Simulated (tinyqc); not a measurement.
What moves the results: ellipsoidal valleys in the axes of a wafer and a channel. A value that a table varies takes the place of the one given here.

Valleys with axes a along [111], [1-1-1], [-11-1] and [-1-11], one whole valley each; inverse mass tensor w = 1/mt + (1/ml - 1/mt) a a. Device axes: z = nz/|nz|, x = nx/|nx|, y = z cross x; in them a = (ax, ay, az). Confinement mass mz = 1/w_zz. In the plane w_ij is replaced by u_ij = w_ij - w_iz w_jz/w_zz (i, j = x, y); density-of-states mass md = 1/sqrt(det u); conductivity mass along x mc = 1/u_xx; ballistic transport mass mx = u_yy/det u, width mass my = 1/u_yy.

Hard walls: E_n = c (n pi/t)^2/mz, c = hbar^2/2m0, n = 1, 2, 3. Non-degenerate share of a valley proportional to md sum_n exp(-E_n/kT); mean 1/mc = sum of share/mc. 1 nm = 10 angstrom.

Constants: hbar^2/2m0 = 3.80998211 eV angstrom^2; kB = 8.617333262e-05 eV/K.

Values chosen for the exercise (near those of the L valleys of Ge; the results hold for these values, not for the real material):
- ml = 1.566 m0 (longitudinal mass)
- mt = 0.081 m0 (transverse mass)
- t = 7.7 nm (thickness of the film)
- T = 300 K (temperature)
- nz = (0, 0, 1) (surface normal (confinement))
- nx = (1, 0, 0) (channel direction)

## Wafer and channel orientation

For each face/channel: the lowest ladder (mz, number of valleys, md, E1, share) and the mean conductivity mass over all valleys.

Results:
```
face/channel     mz  valleys     md  E1 (meV)  share  mean mc
(210)/[001]   0.188        2  0.234      33.7  0.762   0.2244
(110)/[001]   0.220        2  0.216      28.8  0.810   0.3321
(111)/[11-2]  1.566        1  0.081       4.0  0.663   0.0963
(001)/[110]   0.118        4  0.295      53.5  1.000   0.1506
(100)/[011]   0.118        4  0.295      53.5  1.000   0.1506
(110)/[1-10]  0.220        2  0.216      28.8  0.810   0.0921
(111)/[1-10]  1.566        1  0.081       4.0  0.663   0.0963
```

The mean conductivity mass is lowest, 0.0921, for (110)/[1-10] and highest, 0.3321, for (110)/[001]; the bulk value is 0.1184. The confinement energy is lowest on the face with the heaviest mz ((111), 4 meV). The density of states of the lowest ladder, valleys times md, runs between 0.081 and 1.178; a small value limits the charge through the quantum capacitance.

## What each parameter does

Lowest E1, its share and the mean conductivity mass. Each row changes one parameter from the base and keeps the others.

Results:
```
case           lowest E1 (meV)   share  mean mc (m0)
base                     53.55  1.0000        0.1506
ml = 1.723 m0            53.43  1.0000        0.1516
mt = 0.073 m0            59.27  1.0000        0.1367
t = 8.47 nm              44.26  1.0000        0.1506
T = 270 K                53.55  1.0000        0.1506
```

The largest shifts from the base row, up to three for each result and ties (the steps differ in size, so this ranks the rows, not the parameters). lowest E1 (meV): t -9.29, mt +5.72, ml -0.12; unchanged at the printed digits by T. share: unchanged at the printed digits by ml, mt, t and T. mean mc (m0): mt -0.0139, ml +0.0009; unchanged at the printed digits by t and T.

Computed by tinyqc, a small Python program: `OMP_NUM_THREADS=1 python tinyqc.py 1880620 1880621 out.jsonl` (the numbers bound the seed that draws the inputs); one thread of a shared host (Intel(R) Xeon(R) Processor @ 2.30GHz), about 0.01 s for the whole set of steps.
